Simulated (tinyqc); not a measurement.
Conduction-band offset of an n-N heterojunction from carrier-profile moments: two steps of the calculation.

Layer 1 (x < 0) accumulates electrons and layer 2 (x > 0) is depleted. Boltzmann statistics. The bands bend down by V1 in layer 1 and up by V2 in layer 2, with V1 + V2 = VD = dE + Vt ln[(N2/Nc2)/(N1/Nc1)].

Values chosen for this exercise; values of the order of III-V alloys: temperature T = 300 K; relative permittivity of both layers eps_r = 13.4; density of states of the narrow-gap layer 1 Nc1 = 3.4e17 cm^-3; density of states of the wide-gap layer 2 Nc2 = 5.4e17 cm^-3; conduction-band offset dE = 0.12 eV; donor density in layer 1 N1 = 1.7e15 cm^-3; donor density in layer 2 N2 = 8.1e15 cm^-3; fixed charge at the interface si = 1.8e10 cm^-2.

Constants: q = 1.602176634e-19 C, kB = 1.380649e-23 J/K, Vt = kB T/q, eps0 = 8.8541878128e-14 F/cm where lengths are in cm. Results are converted to the units shown.

Problem 1. Division of the diffusion potential. Sheet densities from the first integral: Q1 = sqrt((2 eps0 eps_r Vt N1/q)(exp(u1) - u1 - 1)) extra electrons, Q2 = sqrt((2 eps0 eps_r Vt N2/q)(exp(-u2) + u2 - 1)) missing ones, u = V/Vt; neutrality Q1 = Q2 + si. Q1 - Q2 rises steadily with V1, so V1 follows by bisection.

Wanted: VD; V1; V2; Q1; n at x = 0-; n at x = 0+.

Solution 1.

VD = 0.1484 V
V1 = 0.07441 V
V2 = 0.07399 V
Q1 = 9.515e10 cm^-2
n at x = 0- = 3.024e16 cm^-3
n at x = 0+ = 4.630e14 cm^-3

n drops across the interface by 65.3 = (Nc1/Nc2) exp(dE/Vt).

Problem 2. Offset from the moments. A C-V profile smears n(x) but keeps its zeroth and first moments: si = -int (N - n) dx, VD = (q/(eps0 eps_r)) int (N - n) x dx, dE = VD - Vt ln[(N2/Nc2)/(N1/Nc1)]. Use the trapezoidal rule on each side.

| left point | -x (nm) | n in layer 1 (cm^-3) |
|---|---|---|
| 0 | 0 | 3.02381e16 |
| 1 | 2.45 | 2.68865e16 |
| 2 | 14.9 | 1.64533e16 |
| 3 | 42.7 | 8.04801e15 |
| 4 | 90.2 | 4.14188e15 |
| 5 | 161 | 2.59457e15 |
| 6 | 259 | 1.99643e15 |
| 7 | 386 | 1.78299e15 |
| 8 | 547 | 1.71775e15 |
| 9 | 743 | 1.70278e15 |

| right point | x (nm) | n in layer 2 (cm^-3) |
|---|---|---|
| 0 | 0 | 4.62975e14 |
| 1 | 25 | 1.12273e15 |
| 2 | 61.6 | 2.75334e15 |
| 3 | 104 | 4.92815e15 |
| 4 | 152 | 6.66705e15 |
| 5 | 203 | 7.55519e15 |
| 6 | 257 | 7.91497e15 |
| 7 | 314 | 8.04210e15 |
| 8 | 374 | 8.08309e15 |
| 9 | 436 | 8.09527e15 |

Give: si; VD; dE.

Solution 2.

si = 2.4790e10 cm^-2
VD = 0.14786 V
dE = 0.11945 eV

On these few points dE comes out -0.55 meV from the true 0.12 eV, and si misses by 6.8e9 cm^-2, 7.1 % of Q1.

Program tinyqc, `OMP_NUM_THREADS=1 python tinyqc.py 2410006 2410007 out.jsonl`; Intel Xeon 2.30GHz, shared host, one thread, about 0.08 s.
